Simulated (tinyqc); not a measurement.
Inside a calculation. Method: CID on RHF in the 3-21g basis, for H3+, spin multiplicity 1. One step of it, computed by the program tinyqc.

Task: Iteration 5 (converged): orbitals. Diagonalise F' = X^T F X, C = X C', fill 1 alpha and 1 beta electrons from the bottom; D = 2 C_occ C_occ^T. Each column has its largest component positive (the first on a tie).

converged F (hartree), order 1H 1s, 1H 2s, 2H 1s, 2H 2s, 3H 1s, 3H 2s:
$$\begin{pmatrix}
-0.472852 & -0.847943 & -0.734285 & -0.760429 & -0.734099 & -0.760343 \\
-0.847943 & -0.815077 & -0.760429 & -0.792815 & -0.760289 & -0.792762 \\
-0.734285 & -0.760429 & -0.472852 & -0.847943 & -0.734099 & -0.760343 \\
-0.760429 & -0.792815 & -0.847943 & -0.815077 & -0.760289 & -0.792762 \\
-0.734099 & -0.760289 & -0.734099 & -0.760289 & -0.472695 & -0.847832 \\
-0.760343 & -0.792762 & -0.760343 & -0.792762 & -0.847832 & -0.815011
\end{pmatrix}$$

X, order 1H 1s, 1H 2s, 2H 1s, 2H 2s, 3H 1s, 3H 2s:
$$\begin{pmatrix}
1.266127 & -0.492730 & -0.098765 & 0.040204 & -0.098615 & 0.040175 \\
-0.492730 & 2.044641 & 0.040204 & -0.611593 & 0.040160 & -0.611182 \\
-0.098765 & 0.040204 & 1.266127 & -0.492730 & -0.098615 & 0.040175 \\
0.040204 & -0.611593 & -0.492730 & 2.044641 & 0.040160 & -0.611182 \\
-0.098615 & 0.040160 & -0.098615 & 0.040160 & 1.266092 & -0.492716 \\
0.040175 & -0.611182 & 0.040175 & -0.611182 & -0.492716 & 2.044292
\end{pmatrix}$$

Give: F' = X^T F X; orbital energies; coefficients C; D after iteration 5.

Result:

F' = X^T F X (hartree):
$$\begin{pmatrix}
0.2260 & -0.6053 & -0.3820 & -0.1045 & -0.3818 & -0.1045 \\
-0.6053 & -0.0054 & -0.1045 & -0.1704 & -0.1045 & -0.1704 \\
-0.3820 & -0.1045 & 0.2260 & -0.6053 & -0.3818 & -0.1045 \\
-0.1045 & -0.1704 & -0.6053 & -0.0054 & -0.1045 & -0.1704 \\
-0.3818 & -0.1045 & -0.3818 & -0.1045 & 0.2260 & -0.6053 \\
-0.1045 & -0.1704 & -0.1045 & -0.1704 & -0.6053 & -0.0054
\end{pmatrix}$$

orbital energies (hartree): MO1 -1.2618, MO2 -0.1612, MO3 -0.1611, MO4 0.3780, MO5 0.9338, MO6 0.9341

coefficients C, order 1H 1s, 1H 2s, 2H 1s, 2H 2s, 3H 1s, 3H 2s:
$$\begin{pmatrix}
0.3029 & -0.1218 & 0.2108 & 0.5880 & 0.5855 & -1.0144 \\
0.1374 & -0.7896 & 1.3684 & -0.5129 & -0.7738 & 1.3406 \\
0.3029 & -0.1218 & -0.2108 & 0.5880 & 0.5855 & 1.0144 \\
0.1374 & -0.7896 & -1.3684 & -0.5129 & -0.7738 & -1.3406 \\
0.3029 & 0.2435 & 0.0000 & 0.5879 & -1.1712 & 0.0000 \\
0.1374 & 1.5794 & 0.0000 & -0.5125 & 1.5479 & 0.0000
\end{pmatrix}$$

D after iteration 5, order 1H 1s, 1H 2s, 2H 1s, 2H 2s, 3H 1s, 3H 2s:
$$\begin{pmatrix}
0.1835 & 0.0833 & 0.1835 & 0.0833 & 0.1835 & 0.0832 \\
0.0833 & 0.0378 & 0.0833 & 0.0378 & 0.0832 & 0.0378 \\
0.1835 & 0.0833 & 0.1835 & 0.0833 & 0.1835 & 0.0832 \\
0.0833 & 0.0378 & 0.0833 & 0.0378 & 0.0832 & 0.0378 \\
0.1835 & 0.0832 & 0.1835 & 0.0832 & 0.1835 & 0.0832 \\
0.0832 & 0.0378 & 0.0832 & 0.0378 & 0.0832 & 0.0378
\end{pmatrix}$$
